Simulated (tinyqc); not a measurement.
Brouwer diagram: defect equilibria of an oxide against oxygen pressure (mass action). Computed by tinyqc, a small Python program. Command: `OMP_NUM_THREADS=1 python tinyqc.py 3029197 3029198 out.jsonl brouwer walk`. One thread of a shared host (Intel(R) Xeon(R) Processor @ 2.30GHz), about 0.01 s of CPU time with the checks.

Defects: oxygen vacancies V (charge +2), electrons n, holes p, the ionic partner X = V_M'''' (charge -4), and the dopant. Activities are taken equal to concentrations.

Inputs (values chosen for the exercise, for a model oxide):
```
quantity                  value             unit
reduction enthalpy H_r     3.79               eV
prefactor K_r0          2.6e+67  cm^-9 atm^(1/2)
gap E_g                    3.05               eV
prefactor N_c N_v       8.5e+41            cm^-6
disorder enthalpy H_s      5.62               eV
prefactor K_s0          1.7e+67            cm^-9
dopant density N_d        3e+20            cm^-3
temperature T              1000                K
```

Ionic disorder: Schottky, oxide MO2. Dopant (singly charged, fully ionised): donor.

Constants: k_B = 8.617333262e-05 eV/K.

Method:
- K_r = K_r0 exp(-H_r/k_B T) = [V] n^2 P^(1/2); K_i = N_c N_v exp(-E_g/k_B T) = n p; K_s = K_s0 exp(-H_s/k_B T) = [X] [V]^2.
- Neutrality: 2 [V] + p + N_d = n + 4 [X]. With n as the unknown, [V] = K_r/(n^2 P^(1/2)), p = K_i/n, [X] = K_s/[V]^2; the log ratio is ln(positive/negative).
- The root is found by 60 bisections in ln n between n = 1e-10 and 1e25 cm^-3.
- The slope is d log n / d log P from this row and the one above; the last column names the largest term on each side. Pressures that give more than 3e21 cm^-3 are left out.

K_r = 2.06165e+48 cm^-9 atm^(1/2)

K_i = 3.61489e+26 cm^-6

K_s = 8.07041e+38 cm^-9

Log10 of the densities in cm^-3:
```
log10 P (atm)       n     [V]       p     [X]  slope of n      balance
-28            20.934  20.446  5.6241  -1.986           -    2 [V] = n
-24            20.527  19.260  6.0312   0.386    -0.10176      N_d = n
-20            20.478  17.359  6.0803   4.190    -0.01228      N_d = n
-16            20.477  15.360  6.0810   8.187    -0.00016      N_d = n
-12            20.477  13.360  6.0810  12.187     0.00000      N_d = n
-8             20.477  11.360  6.0811  16.187    -0.00002      N_d = n
-4             20.287   9.741  6.2714  19.425    -0.04758      N_d = n
0              19.390   9.534  7.1682  19.838    -0.22420  N_d = 4 [X]
```

Regimes: 2 [V] = n at log P = -28 alone (slope -1/6 deep inside that regime); N_d = n from log P = -24 to -4, where that balance predicts a slope of 0 and the table comes as close as 0.000; N_d = 4 [X] at log P = 0 alone (slope -1/4 deep inside that regime). Rows with n or p near or above sqrt(N_c N_v) are degenerate, and n p = K_i is then only nominal.

Extremes, crossings and ranges named in words are read from the listed rows.
